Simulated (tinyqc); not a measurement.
Solubility, supersaturation, precipitation and gettering of an impurity in a silicon-like host: one step, computed by the program tinyqc. Command: `OMP_NUM_THREADS=1 python tinyqc.py 3011370 3011371 out.jsonl ripen walk`. One thread of a shared host (Intel(R) Xeon(R) Processor @ 2.30GHz), about 0.01 s of CPU time with the checks.

The wafer was saturated at T1 and is then held at T.

Problem. Denuded zone. Near a surface held at C_eq(T) the excess decays by out-diffusion over sqrt(D t) and by capture over L_s = sqrt(D tau_f) = (4 pi n r_f)^(-1/2); the shorter length sets the depth from which the surface draws.

Inputs (values chosen for the exercise, modelled on chromium in silicon):
```
quantity,value,unit
temperature of saturation T1,1300,K
anneal temperature T,988,K
anneal time t,1900,s
wafer thickness w,775,micrometre
```

Gettering: relaxation gettering at sinks.

D(T) = 3.910687e-08 cm^2/s

tau_f = 1115.404 s

Give: sqrt(D t); capture length L_s; L_s/w.

Solution.

sqrt(D t) = 86.20 micrometre

capture length L_s = 66.05 micrometre

L_s/w = 0.08522

The sinks catch the impurity before it reaches a surface, except within L_s of it. Caution: the barrier to homogeneous nucleation is below 35 k_B T for these inputs, so new precipitates would form and outnumber the fixed sinks assumed here.
